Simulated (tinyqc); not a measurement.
Inside a calculation. Model: admittance spectroscopy and thermally stimulated current of one trap level in a depletion layer. Computed by tinyqc, a small Python program that keeps every step. Command: `OMP_NUM_THREADS=1 python tinyqc.py 3113174 3113175 out.jsonl admit walk`. One thread of a shared host (Intel(R) Xeon(R) Processor @ 2.30GHz), about 0.01 s of CPU time with the checks. Intermediate numbers are printed to about 7 digits and carried at full precision; extremes and crossings named in words are read from the listed rows.

A Schottky junction on n-type material holds one donor-like electron trap; shallow donors are fully ionised and abrupt depletion edges are assumed.

Inputs (values chosen for the exercise, modelled on n-type germanium): dielectric constant eps = 16; density-of-states mass m = 0.559 m_0; shallow doping N = 5.2e+15 1/cm^3; trap density N_t = 1.7e+14 1/cm^3; trap depth E_t below the band = 0.231 eV; capture cross section sigma = 2.4e-14 cm^2; band bending V_b = 0.48 V; test frequency f = 300000 Hz; heating rate beta = 0.066 K/s.

Constants: k_B = 1.380649e-23 J/K; m_0 = 9.1093837015e-31 kg; h = 6.62607015e-34 J s; k_B = 8.617333262e-05 eV/K; eps_0 = 8.8541878128e-12 F/m; e = 1.602176634e-19 C.

## Temperature of the peak

N_c = 2 (2 pi m k_B T/h^2)^(3/2), v_th = sqrt(3 k_B T/m), emission rate e_n = sigma v_th N_c exp(-E_t/(k_B T)). Where the level crosses the Fermi level capture equals emission, so the trap follows the signal with the rate 2 e_n; G/omega peaks at omega = 2 e_n (the correction for large N_t/N is left out). Solve 2 e_n(T_p) = 2 pi f.

peak temperature T_p = 187.4180 K

N_c at T_p = 5.178749e+18 1/cm^3

e_n at T_p = 942477.8 1/s

E_c - E_F = k_B T_p ln(N_c/N) = 0.1114971 eV

## The capacitance step

With E_c - E_F = k_B T_p ln(N_c/N): lambda = sqrt(2 eps eps_0 (E_t - (E_c - E_F))/(e^2 N)); traps are empty and charged for x < x_t = w - lambda, and V_b = e (N w^2 + N_t x_t^2)/(2 eps eps_0). High frequency: C_hf = eps eps_0/w. Low frequency: C_lf = eps eps_0 (N + N_t)/(N w + N_t x_t).

lambda = 201.5959 nm

depletion width w = 402.3949 nm

crossing point x_t = 200.7991 nm

C_hf = 35.20596 nF/cm^2

C_lf = 35.77333 nF/cm^2

step (C_lf - C_hf)/C_hf = 0.01611562

small-N_t estimate (N_t/N)(lambda/w) = 0.01637852

Reading N_t/N straight from the step would give 0.0161 against the true 0.0327: the factor lambda/w must be known.

## Scan in temperature at fixed frequency

With x = omega/(2 e_n): C = C_hf + (C_lf - C_hf)/(1 + x^2), G/omega = (C_lf - C_hf) x/(1 + x^2); C_hf and C_lf are held at their values at T_p.

Admittance:
```
T (K)  omega/(2 e_n)  C (nF/cm^2)  G/omega (nF/cm^2)
164.9       9.108085     35.21272          0.0615506
172.4       4.108286     35.23770          0.1303780
178.0       2.362906     35.29214          0.2036405
183.7       1.390361     35.39940          0.2689449
187.4       1.001569     35.48920          0.2836825
191.2       0.724065     35.57818          0.2695124
196.8       0.458610     35.67473          0.2149835
204.3       0.258102     35.73789          0.1372922
213.7       0.132453     35.76354          0.0738538
```

The peak of G/omega is half the step, 0.284 nF/cm^2. Its full width is near 2 ln(2 + sqrt3) k_B T_p^2/(E_t + 2 k_B T_p) = 30.3 K.

## Arrhenius plot

T_p for 0.1, 0.3, 1, 3 and 10 f; least-squares lines of ln(e_n/T^2) and of ln(e_n) against 1/(k_B T), e_n = pi f; sigma = exp(intercept)/(v_th N_c/T^2).

Peaks:
```
f (Hz)    T_p (K)  1/(k_B T) (1/eV)  ln(e_n/T^2)   ln(e_n)
30000    164.0602          70.73328     1.253215  11.45368
90000    174.4768          66.51036     2.228711  12.55229
300000   187.4180          61.91783     3.289585  13.75627
900000   200.8978          57.76328     4.249287  14.85488
3000000  217.9053          53.25486     5.290731  16.05885
```

depth from e_n/T^2 = 0.231 eV

cross section from the intercept = 2.40e-14 cm^2

depth without the T^2 = 0.2634335 eV

Leaving out T^2 adds 32 meV, near 2 k_B T_p = 32 meV.

## Thermally stimulated current

Thermally stimulated current without retrapping: filled share n(T) = exp(-(1/beta) int e_n dT), current proportional to e_n n; the peak obeys beta (E_t/(k_B T^2) + 2/T) = e_n(T). The integral starts at 0.5 T_m and uses 4000 trapezoid steps to 1.2 T_m. Chen's first-order estimate from the full width W = T_2 - T_1 between the half-height points: E = 2.52 k_B T_m^2/W - 2 k_B T_m.

peak temperature T_m = 88.51240 K

lower half-height T_1 = 84.75473 K

upper half-height T_2 = 91.19920 K

filled share at T_m = 0.3887850

E_t/(k_B T_m) = 30.28551

symmetry factor (T_2 - T_m)/(T_2 - T_1) = 0.4169147

depth by Chen's formula = 0.2487396 eV

The slow ramp empties the trap at 89 K, far below the admittance peak at 187 K, since the rate asked for is 0.024 per second instead of 940000. Chen's formula, made for a constant prefactor, gives 18 meV more than E_t.

Checks made by the program: C_lf against dQ/dV by differences (relative difference below 1e-10); depth recovered (relative difference below 1e-10); peak of the integrated curve (relative difference 3e-05).
